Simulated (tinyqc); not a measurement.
Inside a calculation. Model: space-charge-limited current with shallow traps.

Computed by the program tinyqc: `OMP_NUM_THREADS=1 python tinyqc.py 2370111 2370112 out.jsonl`, one thread of a shared Intel Xeon 2.30GHz, about 0.01 s for the whole run. Printed values are rounded.

One carrier type, drift only, an injecting contact at x = 0 (zero field) and thickness L. The share th = y/(1 + y), y = (Nc/Nt) exp(-Et/kB T), of the injected charge is free: J = q mu n F, eps0 eps_r dF/dx = q (n - n0)/th.

Parameters, values chosen for the exercise: temperature T = 250 K; relative permittivity eps_r = 7.3; mobility mu = 0.008 cm^2/(V s); thickness L = 77 nm; band density of states Nc = 1.7e19 cm^-3; trap density Nt = 2.7e18 cm^-3; trap depth Et = 0.22 eV; free carrier density in equilibrium n0 = 1.3e13 cm^-3; voltage V = 4.7 V.

Constants: q = 1.602176634e-19 C, kB = 1.380649e-23 J/K, Vt = kB T/q, eps0 = 8.8541878128e-14 F/cm where lengths are in cm. Results are converted to the units shown.

Range of the model: Diffusion and a field-dependent mobility are left out. With injecting contacts the diffusion current, about 4 pi^2 Vt th eps0 eps_r mu V/L^3, equals the Mott-Gurney current at V = 35 kB T/q (0.9 V at 300 K), so the drift-only result needs V well above that.

## Limits and characteristic voltages

Ohmic J = q n0 mu V/L; Mott-Gurney J = (9/8) th eps0 eps_r mu V^2/L^3; they cross at Vx = 8 q n0 L^2/(9 th eps0 eps_r); traps fill at V_TFL = q Nt L^2/(2 eps0 eps_r).

th = 2.31196e-4
ohmic J = 0.0101707 A/cm^2
Mott-Gurney J = 0.0650755 A/cm^2
Vx = 0.734567 V
V_TFL = 19.8406 V

## The exact current

Exact: with u = n0/n(L), w = -u - ln(1 - u) and v = -u - u^2/2 - ln(1 - u), V = (q n0 L^2/(th eps0 eps_r)) v/w^2 and J = q^2 n0^2 mu L/(th eps0 eps_r w). v/w^2 falls steadily with u, so u follows by bisection.

v/w^2 = 5.68741
u = 0.205579
w = 0.0245627
J = 0.0728048 A/cm^2
exit field over V/L = 1.47159

J is 3.2 % below the plain sum of the two limits; the exit field lies between the ohmic 1 and the Mott-Gurney 1.5.
